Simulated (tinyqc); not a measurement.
# Energy and delay of logic against supply voltage: effects of single changes

One expression serves below and above threshold: I(Vg) = Ik [ln(1 + exp((Vg - VT + dd V)/(al nf Vt)))]^al, with I_on = I(V) and I_off = I(0). Gate delay td = kd C V/I_on, clock period LD td. Per gate and cycle the switching energy is act C V^2 and the leakage energy I_off V LD td. No short-circuit current, no variation. Minima are sought above 0.09 V; below a few Vt gates no longer switch and the model has no meaning.

Inputs (values chosen for the exercise); values of the order met in logic technologies: temperature T = 300 K; threshold voltage at zero drain bias VT = 0.28 V; slope factor nf = 1.14; barrier lowering per volt of supply dd = 0.09; specific current of a gate Ik = 0.41 uA; exponent of the current law al = 1.47; load capacitance of a gate C = 0.61 fF; delay factor kd = 0.7; logic depth LD = 12; activity factor act = 0.1.

Constants: q = 1.602176634e-19 C, kB = 1.380649e-23 J/K, Vt = kB T/q. Results are converted to the units shown.

Each table varies one quantity; the others keep the values above.

## Energy and delay against supply voltage

EDP = energy times td.

Results:
```
V (V),I_on (uA),I_off (nA),td (ps),switching (aJ),leakage (aJ),energy (aJ),EDP (fJ ps)
0.15,0.007498,0.04841,8543,1.373,0.7444,2.117,18.08
0.27,0.3351,0.06980,344.1,4.447,0.07781,4.525,1.557
0.38,2.206,0.09762,73.55,8.808,0.03274,8.841,0.6502
0.5,5.878,0.1407,36.32,15.25,0.03067,15.28,0.5550
0.62,10.60,0.2028,24.99,23.45,0.03771,23.49,0.5868
0.73,15.63,0.2835,19.94,32.51,0.04952,32.56,0.6492
0.85,21.79,0.4084,16.65,44.07,0.06937,44.14,0.7351
0.97,28.57,0.5880,14.50,57.39,0.09922,57.49,0.8334
1.2,43.10,1.181,11.89,87.84,0.2022,88.04,1.047
```

Estimate the missing row, V = 1.08 V.

Computed row:
```
V (V),I_on (uA),I_off (nA),td (ps),switching (aJ),leakage (aJ),energy (aJ),EDP (fJ ps)
1.08,35.28,0.8210,13.07,71.15,0.1391,71.29,0.9318
```

With this row back in the table: td falls from 8540 to 11.9 ps; the energy rises from 2.12 to 88.0 aJ and the EDP goes from 18.1 through a minimum of 0.555 (at V = 0.5 V among the rows listed) to 1.05 fJ ps. The exact minima lie at V = 0.139 V for the energy and 0.503 V for the EDP. Going from 1.2 V to the energy minimum saves a factor of 42.0 in energy and costs a factor of 978 in delay.

## Optimum supplies against the threshold voltage at zero drain bias

Same model as above.

V_min minimises the energy and V_EDP the product of energy and td.

Results:
```
VT (V),V_min (V),energy at V_min (aJ),leakage share (%),clock at V_min (MHz),V_EDP (V),clock at V_EDP (GHz)
0.15,0.1281,2.655,62.29,280.9,0.2887,1.990
0.2,0.1364,2.262,49.82,84.18,0.3615,2.013
0.25,0.1388,2.128,44.75,18.85,0.4490,2.201
0.35,0.1398,2.071,42.39,0.6962,0.6294,2.583
0.4,0.1399,2.066,42.20,0.1286,0.7195,2.751
0.45,0.1399,2.065,42.14,0.02363,0.8095,2.908
0.5,0.1400,2.064,42.12,0.004335,0.8994,3.056
0.55,0.1400,2.064,42.12,7.948e-4,0.9894,3.196
```

Estimate the missing row, VT = 0.3 V.

Computed row:
```
VT (V),V_min (V),energy at V_min (aJ),leakage share (%),clock at V_min (MHz),V_EDP (V),clock at V_EDP (GHz)
0.3,0.1396,2.084,42.97,3.710,0.5391,2.400
```

With this row back in the table: As VT goes from 0.15 to 0.55, V_min rises from 0.128 to 0.140 V, the energy there falls from 2.65 to 2.06 aJ, the clock there falls from 281 to 7.95e-4 MHz and V_EDP rises from 0.289 to 0.989 V. V_min lies below VT for VT = 0.15, 0.2, 0.25, 0.3, 0.35, 0.4, 0.45, 0.5, 0.55 V. As VT grows, I_on too becomes a subthreshold current, VT cancels more and more from the energy, and it mainly sets the clock.

Numbers from tinyqc (`OMP_NUM_THREADS=1 python tinyqc.py 2082142 2082143 out.jsonl`; about 0.01 s on one thread of a shared Intel Xeon 2.30GHz).
